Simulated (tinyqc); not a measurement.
From results back to parameters: optical gain and spontaneous emission in a bulk direct-gap semiconductor. Four cases, with inputs chosen for the exercise.

Problem. The gain spectrum crosses zero at E0 = Eg + Fc + Fv; n = p is hidden.

F_j(eta) = (1/Gamma(j + 1)) integral_0^infinity x^j dx/(1 + exp(x - eta)), which tends to exp(eta) for eta << 0.

Quasi-Fermi levels: n = Nc F_1/2(Fc/kT) and p = Nv F_1/2(Fv/kT), Fc counted up from the conduction edge and Fv down from the valence edge; Nc, Nv from N = 2 (m kB T/(4 pi c))^(3/2) with c = hbar^2/2m0, in 1/angstrom^3; times 1e24 for 1/cm^3, with me and (mhh^(3/2) + mlh^(3/2))^(2/3).

Constants: hbar^2/2m0 = 3.80998211 eV angstrom^2; kB = 8.617333262e-05 eV/K.

Case 1.

Values chosen (near those of InGaAs; not measured data): Eg = 0.754 eV (direct gap); me = 0.041 m0 (electron mass); mhh = 0.467 m0 (heavy-hole mass); mlh = 0.0533 m0 (light-hole mass); T = 300 K.

E0 = 0.85638 eV

Case 2.

Values chosen (near those of InP; not measured data): Eg = 1.343 eV (direct gap); me = 0.0773 m0 (electron mass); mhh = 0.608 m0 (heavy-hole mass); mlh = 0.0893 m0 (light-hole mass); T = 200 K.

E0 = 1.40523 eV

Case 3.

Values chosen (near those of GaN; not measured data): Eg = 3.533 eV (direct gap); me = 0.1954 m0 (electron mass); mhh = 1.394 m0 (heavy-hole mass); mlh = 0.3063 m0 (light-hole mass); T = 250 K.

E0 = 3.56079 eV

Case 4.

Values chosen (near those of InGaAs; not measured data): Eg = 0.771 eV (direct gap); me = 0.0414 m0 (electron mass); mhh = 0.456 m0 (heavy-hole mass); mlh = 0.0536 m0 (light-hole mass); T = 350 K.

E0 = 0.85816 eV

Find: Fc; Fv; n.

Solution. Fc + Fv rises steadily with n, so one n gives E0 - Eg; solve by bisection on ln n.

Case 1.

Fc = 0.137 eV
Fv = -0.035 eV
n = 2.0e+18 1/cm^3

Case 2.

Fc = 0.079 eV
Fv = -0.017 eV
n = 2.3e+18 1/cm^3

Case 3.

Fc = 0.061 eV
Fv = -0.033 eV
n = 6.9e+18 1/cm^3

Case 4.

Fc = 0.134 eV
Fv = -0.047 eV
n = 2.0e+18 1/cm^3

Computed by tinyqc, one run a case: `OMP_NUM_THREADS=1 python tinyqc.py N N+1 out.jsonl` with N = 1650564, 1650595, 1650744, 1650754; one thread of a shared Intel(R) Xeon(R) Processor @ 2.30GHz, about 0.1 s a run at most.
